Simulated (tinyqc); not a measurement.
# Changing the hole prefactor a_p

Model: avalanche multiplication and breakdown of a junction from ionisation integrals. Computed by tinyqc, a small Python program. Command: `OMP_NUM_THREADS=1 python tinyqc.py 3004937 3004938 out.jsonl impact sweep`. One thread of a shared host (Intel(R) Xeon(R) Processor @ 2.30GHz), about 0.02 s of CPU time with the checks.

Ionisation coefficients follow the local field. Position x runs through the depletion layer from the p side (x = 0), where electrons enter, to the n side (x = w), where holes enter. The built-in voltage is neglected.

Inputs (values chosen for the exercise, modelled on germanium):
```
quantity                                        value    unit
electron prefactor a_n                       1.67e+07    1/cm
electron field b_n                           1.54e+06    V/cm
hole field b_p                               1.25e+06    V/cm
exponent c                                          1       -
permittivity eps                                   16       -
doping N of the lightly doped side            4.4e+13  1/cm^3
bias as a fraction of the breakdown voltage      0.79       -
```

Junction: one-sided abrupt n+p.

Constants: e = 1.602176634e-19 C; eps_0 = 8.8541878128e-12 F/m.

Method:
- alpha_n = a_n exp(-(b_n/F)^c), alpha_p = a_p exp(-(b_p/F)^c).
- Field F = F_m (1 - s), w = eps eps_0 F_m/(e N), V = F_m w/2, with s = 1 - x/w (the peak lies at the n+ side).
- With Phi(x) = int_0^x (alpha_n - alpha_p) dx': 1 - 1/M_n = I_n = int_0^w alpha_n exp(-Phi) dx and M_p = M_n exp(-Phi(w)); trapezoid rule on 401 even points; breakdown at I_n = 1.
- Solve I_n(F_m) = 1.
- Bias V = fraction times the breakdown voltage.
- M_n = 1/(1 - I_n), M_p = M_n exp(-Phi(w)); McIntyre excess noise for the carrier with the larger M, F_x = k M + (1 - k)(2 - 1/M), with k = (smaller M - 1)/(larger M - 1).

One run for each value:
```
hole prefactor a_p (1/cm)  breakdown voltage (V)  effective k  excess noise factor    M_n
1.00e+05                                    2579       0.0565                1.579  2.185
2.80e+05                                    2436       0.1661                1.479  1.744
7.60e+05                                    2277       0.4793                1.378  1.450
2.00e+06                                    2105       0.7347                1.331  1.261
5.40e+06                                    1917       0.2467                1.411  1.139
1.50e+07                                    1720       0.0786                1.491  1.067
3.90e+07                                    1542       0.0265                1.558  1.031
1.00e+08                                    1379       0.0089                1.613  1.014
```

Over the rows, breakdown voltage (V) falls from 2580 to 1380 (exponent d ln y / d ln x -0.056 between the first rows and -0.12 between the last); effective k goes from 0.0565 through a maximum among these rows, 0.735 at 2.00e6, to 0.00892; excess noise factor goes from 1.58 through a minimum among these rows, 1.33 at 2.00e6, to 1.61. Breakdown needs feedback from both carriers; weakening one raises V_B much less than in proportion but changes the noise.

Extremes, crossings and ranges named in words are read from the listed rows.
